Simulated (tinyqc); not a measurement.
Valley-orbit splitting of a donor ground state, with strain: one step, computed by the program tinyqc.

The basis is the 1s envelope in each valley; energies are counted from the unstrained conduction-band edge. The strain is e_s (a a^T - 1/3) for the unit stress axis a, so valley j along n_j moves by Xi_u e_s w_j with w_j = (n_j.a)^2 - 1/3: +1/6 for x and y, -1/3 for z. The splitting at the zone boundary that a [110] shear adds for <100> valleys is left out.

Question. Populations and ionisation. H_jj = -(E_0 + Lambda) + Xi_u e_s w_j; H_jk = -Delta_2 between opposite valleys and -Delta_1 between perpendicular ones. z = sum over levels of exp(-(E - E_ground)/k_B T), the ground-state share being 1/z; N_c = 2 (2 pi m_e k_B T/h^2)^(3/2) sum_j exp(-(shift_j - lowest shift)/k_B T); n1 = N_c/(2 z) exp(-binding/k_B T), binding = lowest shift - E_ground; without compensation n = 2 N_D/(1 + sqrt(1 + 4 N_D/n1)) (Boltzmann statistics; p and higher states left out).

Inputs (values chosen for the exercise, modelled on donors in silicon):
```
quantity                                     value   unit
single-valley binding energy E_0              30.9    meV
central-cell shift Lambda                    0.541    meV
coupling Delta_1                              3.96    meV
coupling Delta_2                              2.99    meV
shear deformation potential Xi_u               8.9     eV
shear strain e_s                          -0.00029      -
temperature T                                   30      K
donor density N_D                          1.6e+16  cm^-3
density-of-states mass of one valley m_e      0.33    m_0
```

Valleys: six along <100>. Stress axis: [110].

Constants: k_B = 8.617333262e-05 eV/K; m_0 = 9.1093837015e-31 kg; k_B = 1.380649e-23 J/K; h = 6.62607015e-34 J s.

Give: partition sum z; share of neutral donors in the ground state; N_c; n1; free electrons n.

Answer.

partition sum z = 1.0009

share of neutral donors in the ground state = 0.99913

N_c = 7.8436e+17 cm^-3

n1 = 1.6506e+09 cm^-3

free electrons n = 5.1383e+12 cm^-3
